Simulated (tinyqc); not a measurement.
# Inputs raised by 2 %, one at a time

Model: electroplating on a thin resistive seed layer: kinetics, Wagner number and the terminal effect across a wafer. Computed by tinyqc, a small Python program. Command: `OMP_NUM_THREADS=1 python tinyqc.py 3120072 3120073 out.jsonl terminal sens`. One thread of a shared host (Intel(R) Xeon(R) Processor @ 2.30GHz), about 0.1 s of CPU time with the checks.

Current enters the seed at the rim. The bath is treated as a local resistance per area (no lateral flow in the liquid), two electrons per ion, molar volume 7.11 cm^3/mol, Faraday constant F = e N_A, kinematic viscosity 0.01 cm^2/s, omega = 2 pi x rpm/60; k_B T/e is in volts.

Inputs (values chosen for the exercise, of the order of those for copper plating on a thin cobalt or ruthenium seed):
```
quantity                               value         unit
wafer radius R                           7.5           cm
seed thickness t                          73           nm
seed resistivity                          17  microohm cm
bath conductivity kappa                 0.33         S/cm
gap to the anode h                       6.3           cm
extra resistance of a porous plate         0     ohm cm^2
exchange current density i_0            0.06      mA/cm^2
cathodic transfer coefficient alpha     0.77            -
mean current density                      24      mA/cm^2
diffusivity of the metal ion         6.7e-06       cm^2/s
metal ion concentration                 0.37        mol/L
rotation rate                             30          rpm
temperature T                            298            K
```

Constants: e = 1.602176634e-19 C; N_A = 6.02214076e+23 1/mol; k_B = 8.617333262e-05 eV/K.

Method:
- Growth rate = i V_m/(2 F). Levich limit i_L = 0.62 x 2 F D^(2/3) omega^(1/2) nu^(-1/6) c. Tafel overpotential eta = (k_B T/(alpha e)) ln(i/i_0); kinetic resistance k_B T/(alpha e i); bath resistance h/kappa + plate; R_s = resistivity/t; Wagner number = kinetic resistance x kappa/R.
- Linearised: with R_t = kinetic + bath resistance the current density obeys (1/r)(r i')' = i R_s/R_t, so i = A I_0(r/l), l = sqrt(R_t/R_s); with x = R/l, edge/centre = I_0(x) and edge/mean = x I_0(x)/(2 I_1(x)).
- Voltage drop in the seed for a uniform current: i R_s R^2/4.
- Full model: seed potential phi(r) with (1/r)(r phi')' = R_s i, where i solves phi = R_b i + (k_B T/(alpha e)) ln(i/i_0) (phi being the driving voltage left at r); phi'(0) = 0 and phi'(R) = R_s i_mean R/2. Solved by collocation to a tolerance of 1e-7.

Runs:
```
input moved                             from      to  edge over centre, full model  edge over centre, linear  length l (cm)  Wagner number
base run                                   -       -                        3.3278                    3.3639         2.9656       0.061142
wafer radius R (cm)                      7.5    7.65                        3.4565                    3.4976         2.9656       0.059943
seed thickness t (nm)                     73   74.46                        3.2664                    3.3002         2.9951       0.061142
seed resistivity (microohm cm)            17   17.34                        3.3911                    3.4296         2.9363       0.061142
bath conductivity kappa (S/cm)          0.33  0.3366                        3.3861                    3.4251         2.9383       0.062365
gap to the anode h (cm)                  6.3   6.426                        3.2710                    3.3044         2.9931       0.061142
cathodic transfer coefficient alpha     0.77  0.7854                        3.3326                    3.3682         2.9636       0.059943
exchange current density i_0 (mA/cm^2)  0.06  0.0612                        3.3278                    3.3639         2.9656       0.061142
```

Exponents ln(y'/y) / ln(x'/x):
```
input                                edge over centre, full model  edge over centre, linear  length l  Wagner number
wafer radius R                                              1.916                     1.969     0.000             -1
seed thickness t                                           -0.940                    -0.965     0.500              0
seed resistivity                                            0.952                     0.978    -0.500              0
bath conductivity kappa                                     0.877                     0.910    -0.466              1
gap to the anode h                                         -0.869                    -0.900     0.466              0
cathodic transfer coefficient alpha                         0.073                     0.065    -0.034             -1
exchange current density i_0                                0.000                     0.000     0.000              0
```

Which inputs matter most for each result?

Among the inputs moved here: edge over centre, full model answers most in size to wafer radius R (exponent +1.916), next to seed resistivity (+0.952); its exponent is below 0.0005 for exchange current density i_0. Its exponent 0.000 in exchange current density i_0: in the Tafel range i_0 only shifts the voltage. Edge over centre, linear answers most in size to wafer radius R (exponent +1.969), next to seed resistivity (+0.978); its exponent is below 0.0005 for exchange current density i_0. Length l answers most in size to seed thickness t (exponent +0.500), and about equally to seed resistivity (-0.500); its exponent is below 0.0005 for wafer radius R, exchange current density i_0. Its exponent +0.500 in seed thickness t: l = sqrt(R_t/R_s). Wagner number answers most in size to wafer radius R (exponent -1.000), and about equally to bath conductivity kappa (+1.000), cathodic transfer coefficient alpha (-1.000); its exponent is below 0.0005 for seed thickness t, seed resistivity, gap to the anode h, exchange current density i_0.

Caution (all rows): the mean current exceeds 0.3 i_L, so depletion of metal ions, left out of the distribution, matters. Caution (all rows): at the rim the current nears the limiting value, which would flatten the real profile.
